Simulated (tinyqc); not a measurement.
Undoped symmetric double-gate MOSFET, analytic potential model: one step of the calculation.

An undoped body of thickness ts between two equal insulators and tied gates; long channel, electrons only, n = ni exp((psi - V)/Vt) with V the quasi-Fermi potential (0 at the source, Vd at the drain), constant mobility, no quantisation. Across the body psi(x) = V - 2 Vt ln[(ts/(2 beta)) sqrt(q ni/(2 eps0 eps_r Vt)) cos(2 beta x/ts)], x from the centre. Q is the electron charge per area of the whole body.

Question. Constants of the body. ni = sqrt(Nc Nv) exp(-Eg/(2 Vt)), Eg in volts; r = eps_r tox/(eox ts); V0 = dphi + 2 Vt ln[(2/ts) sqrt(2 eps0 eps_r Vt/(q ni))].

Inputs (values chosen for the exercise); material values those of a made-up semiconductor: temperature T = 300 K; band gap Eg = 0.626 eV; relative permittivity of the semiconductor eps_r = 12.7; conduction-band density of states at T Nc = 1.78e17 cm^-3; valence-band density of states at T Nv = 8.21e18 cm^-3; relative permittivity of the gate insulator eox = 3.91; insulator thickness tox = 1.7 nm; body thickness ts = 5 nm; gate work function less that of the intrinsic body dphi = 0.25 V.

Constants: q = 1.602176634e-19 C, kB = 1.380649e-23 J/K, Vt = kB T/q, eps0 = 8.8541878128e-14 F/cm where lengths are in cm. Results are converted to the units shown.

Give: ni; r; V0.

Answer.

ni = 6.6713e12 cm^-3
r = 1.1043
V0 = 0.60357 V

Program tinyqc, `OMP_NUM_THREADS=1 python tinyqc.py 2440054 2440055 out.jsonl`; Intel Xeon 2.30GHz, shared host, one thread, about 0.01 s.
